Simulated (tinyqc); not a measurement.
Deformation-potential model of the Delta valleys of a conduction band, step by step. Values are carried at full precision from step to step, so a last printed digit may differ when a step is redone from the rounded ones.

s11 = (C11 + C12)/((C11 - C12)(C11 + 2 C12)), s12 = -C12/((C11 - C12)(C11 + 2 C12)), s44 = 1/C44; exx = s11 sxx + s12 (syy + szz) and cyclic, exy = s44 sxy/2; tension is positive. A uniaxial stress X along the unit vector n is s_ij = X n_i n_j.

Constants: kB = 8.617333262e-05 eV/K; hbar^2/2m0 = 3.80998211 eV angstrom^2.

Values chosen for the exercise (near those of Si; shifted at random, so the results belong to these values and not to a real crystal): C11 = 163.1 GPa; C12 = 65.4 GPa; C44 = 78.3 GPa; load = uniaxial [100] (kind of stress); X = -1.04 GPa (stress); Xd = 1.14 eV (dilation potential); Xu = 9.11 eV (uniaxial potential); T = 77 K (temperature); ml = 0.904 m0 (longitudinal mass); mt = 0.19 m0 (transverse mass).

## Strain from a uniaxial [100] stress

Form the compliances and the strain.

s11, s12, s44 (1/TPa): 7.9578  -2.2776  12.7714

strain tensor:
```
           x         y         z
x  -0.008276  0.000000  0.000000
y   0.000000  0.002369  0.000000
z   0.000000  0.000000  0.002369
```

## Valley shifts

Valleys with axes along x, y and z, each a pair at +k and -k. Herring-Vogt shift of a valley with unit axis a: dE = Xd tr(e) + Xu a.e.a. Non-degenerate shares n_i = exp(-dE_i/kT)/sum_j exp(-dE_j/kT). Inverse mass tensor of a valley: (1 - a a)/mt + a a/ml; the masses are taken as independent of strain.

Apply the Herring-Vogt formula to each valley.

Xd tr(e) = -4.03 meV

a.e.a: x -0.008276, y 0.002369, z 0.002369

shifts dE (meV): x -79.43, y 17.55, z 17.55

The lowest valley is x, 97.0 meV below the highest; the mean shift over all valleys is (Xd + Xu/3) tr(e) = -14.78 meV.

## Shares of the electrons

Boltzmann factors of the shifts.

kT = 6.635 meV

shares: x 1.0000, y 0.0000, z 0.0000

effective number of valley axes, 1/(largest share) = 1.000

## Conductivity mass tensor

With one scattering time for all valleys the conductivity goes as M = sum_i n_i (inverse mass tensor of valley i); along the unit vector u, 1/m_c = u.M.u. Without stress 1/m_c = (1/ml + 2/mt)/3. Take u along [110].

M (1/m0):
```
       x      y      z
x  1.106  0.000  0.000
y  0.000  5.263  0.000
z  0.000  0.000  5.263
```

m_c along [110] = 0.3140 m0
m_c without stress = 0.2579 m0

The repopulation alone changes the mobility along [110] by -17.9 %; with all electrons in the valleys lightest or heaviest along this direction it would change by +36 or -18 %.

## Effective density of states

Each of the 6 whole valleys has m_d = (ml mt^2)^(1/3) and N = 2 (m_d kT/(4 pi c))^(3/2), c = hbar^2/2m0. Counted from the lowest edge, Nc = N x 2 x sum_i exp(-(dE_i - dE_min)/kT). 1 angstrom^-3 = 1e24 cm^-3.

m_d = 0.3196 m0
N of one valley = 5.895e+17 cm^-3
Nc under stress = 1.179e+18 cm^-3
Nc without stress = 3.537e+18 cm^-3

## Piezoresistance from repopulation

For small stress d(rho)/rho = pi X. For valleys on the cube axes pi11 = -(2/3) Xu (s11 - s12)/kT x (K - 1)/(2K + 1), pi12 = -pi11/2, pi44 = 0, K = ml/mt. For stress along [110]: pi_l = (pi11 + pi12 + pi44)/2 with the current along it and pi_t = (pi11 + pi12 - pi44)/2 with the current along [1-10]. 1/GPa = 100 x 1e-11/Pa.

K = 4.758

pi11, pi12, pi44 (1e-11/Pa): -334.8  167.4  0.0

pi_l, pi_t for [110] (1e-11/Pa): -83.7  -83.7

Only the transfer between valleys is counted; changes of mass and of intervalley scattering add to it in a real crystal.

## Checks

- Conductivity mass at zero stress against 3/(1/ml + 2/mt): both 0.2578979.
- Piezoresistance coefficients by finite differences against the closed form: largest difference 8.7e-07.

tinyqc: `OMP_NUM_THREADS=1 python tinyqc.py 1081129 1081130 out.jsonl`; about 0.03 s, one thread, shared Intel(R) Xeon(R) Processor @ 2.30GHz.
